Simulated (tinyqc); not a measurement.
Inside a calculation. Model: valley-orbit splitting of a donor ground state, with strain. Computed by tinyqc, a small Python program that keeps every step. Command: `OMP_NUM_THREADS=1 python tinyqc.py 3023092 3023093 out.jsonl valleyorbit walk`. One thread of a shared host (Intel(R) Xeon(R) Processor @ 2.30GHz), about 0.01 s of CPU time with the checks. Intermediate numbers are printed to about 5 digits and carried at full precision; extremes and crossings named in words are read from the listed rows.

The basis is the 1s envelope in each valley; energies are counted from the unstrained conduction-band edge. The strain is e_s (a a^T - 1/3) for the unit stress axis a, so valley j along n_j moves by Xi_u e_s w_j with w_j = (n_j.a)^2 - 1/3: +1/3 for [111] and [-1-11], -1/3 for the others.

Inputs (values chosen for the exercise, modelled on donors in germanium):

| quantity | value | unit |
|---|---|---|
| single-valley binding energy E_0 | 9.71 | meV |
| central-cell shift Lambda | 1 | meV |
| coupling Delta_1 | 0.42 | meV |
| shear deformation potential Xi_u | 16.4 | eV |
| shear strain e_s | -0.002 | - |
| temperature T | 30 | K |
| donor density N_D | 1.7e+14 | cm^-3 |
| density-of-states mass of one valley m_e | 0.224 | m_0 |

Valleys: four along <111>. Stress axis: [110].

Constants: k_B = 8.617333262e-05 eV/K; m_0 = 9.1093837015e-31 kg; k_B = 1.380649e-23 J/K; h = 6.62607015e-34 J s.

## Levels without strain

By symmetry: E(A1) = E_0 + Lambda + 3 Delta_1 (one state), E(T2) = E_0 + Lambda - Delta_1 (three), as binding energies.

E(A1) = 11.97 meV

E(T2) = 10.29 meV

Only A1 has all valley amplitudes in phase, so only it has weight at the nucleus.

## The valley matrix under strain

H_jj = -(E_0 + Lambda) + Xi_u e_s w_j; H_jk = -Delta_1 between any two valleys.

H (meV):
```
           [111]  [1-1-1]  [-11-1]  [-1-11]
[111]    -21.643   -0.420   -0.420   -0.420
[1-1-1]   -0.420    0.223   -0.420   -0.420
[-11-1]   -0.420   -0.420    0.223   -0.420
[-1-11]   -0.420   -0.420   -0.420  -21.643
```

## Levels and ground state under strain

Diagonalise H; the ground vector has positive components. The density at the nucleus, and so the contact hyperfine coupling, scales as (sum_j c_j)^2/(number of valleys), which is 1 without strain; the envelopes are held fixed.

levels (meV): -22.096  -21.223  -0.164  0.643

valley amplitudes of the ground state: [111] 0.70659, [1-1-1] 0.02710, [-11-1] 0.02710, [-1-11] 0.70659

hyperfine ratio A/A_0 = 0.53830

The valleys that move down hold 99.9 % of the ground state, against 50.0 % without strain.

## Binding energy under strain

The binding energy is counted from the lowest valley edge, min_j Xi_u e_s w_j; the gap is from the ground state to the next level.

binding energy under strain = 11.162 meV

gap to the first excited state = 0.87222 meV

## Populations and ionisation

z = sum over levels of exp(-(E - E_ground)/k_B T), the ground-state share being 1/z; N_c = 2 (2 pi m_e k_B T/h^2)^(3/2) sum_j exp(-(shift_j - lowest shift)/k_B T); n1 = N_c/(2 z) exp(-binding/k_B T), binding = lowest shift - E_ground; without compensation n = 2 N_D/(1 + sqrt(1 + 4 N_D/n1)) (Boltzmann statistics; p and higher states left out).

partition sum z = 1.7140

share of neutral donors in the ground state = 0.58343

N_c = 1.6829e+17 cm^-3

n1 = 6.5442e+14 cm^-3

free electrons n = 1.4003e+14 cm^-3

## Strain dependence

The contact hyperfine ratio is A/A_0 = (sum_j c_j)^2/(number of valleys), c_j the valley amplitudes of the ground state; binding from the lowest valley edge.

Against strain:

| e_s | Xi_u e_s (w_max - w_min) (meV) | binding (meV) | gap to next level (meV) | A/A_0 |
|---|---|---|---|---|
| -0.0160 | -174.93 | 11.134 | 0.84403 | 0.50480 |
| -0.0060 | -65.60 | 11.141 | 0.85075 | 0.51280 |
| -0.0020 | -21.87 | 11.162 | 0.87222 | 0.53830 |
| -0.0006 | -6.56 | 11.236 | 0.94585 | 0.62405 |
| 0.0006 | 6.56 | 11.236 | 0.94585 | 0.62405 |
| 0.0020 | 21.87 | 11.162 | 0.87222 | 0.53830 |
| 0.0060 | 65.60 | 11.141 | 0.85075 | 0.51280 |
| 0.0160 | 174.93 | 11.134 | 0.84403 | 0.50480 |

A/A_0 falls for either sign of strain, to 0.505 and 0.505 at the ends; its limits are the shares of the valleys that end up lowest, 2/4 under compression and 2/4 under tension. Near zero strain A/A_0 changes in second order, the binding in first. The binding energy drops from 11.97 meV to 11.13 and 11.13 meV, since fewer valleys share the valley-orbit gain.

## Do the excited 1s states matter for ionisation?

No strain here. The last two columns set z = 1, with the A1 depth, or use one level at E_0 with z equal to the number of valleys.

Ionised share:

| T (K) | z | all 1s states | ground state alone | no splitting |
|---|---|---|---|---|
| 6.9 | 1.1778 | 4.0923e-04 | 4.4412e-04 | 1.4846e-03 |
| 12.0 | 1.5910 | 3.7717e-02 | 4.7336e-02 | 6.9754e-02 |
| 17.0 | 1.9530 | 2.1856e-01 | 2.9094e-01 | 3.1029e-01 |
| 25.0 | 2.3755 | 6.5240e-01 | 7.8704e-01 | 7.3780e-01 |
| 35.0 | 2.7187 | 9.0543e-01 | 9.6083e-01 | 9.3054e-01 |
| 56.0 | 3.1180 | 9.8566e-01 | 9.9531e-01 | 9.8842e-01 |
| 93.0 | 3.4327 | 9.9719e-01 | 9.9918e-01 | 9.9753e-01 |

z grows from 1.178 to 3.43 of at most 4. Leaving out the excited states overstates the ionised share by up to 33.1 % (at 17.0 K); ignoring the splitting misses by a factor 3.63 at the lowest T and 1.00 at the highest.

Checks made by the program: symmetry formulas against diagonalisation (relative difference below 1e-10).
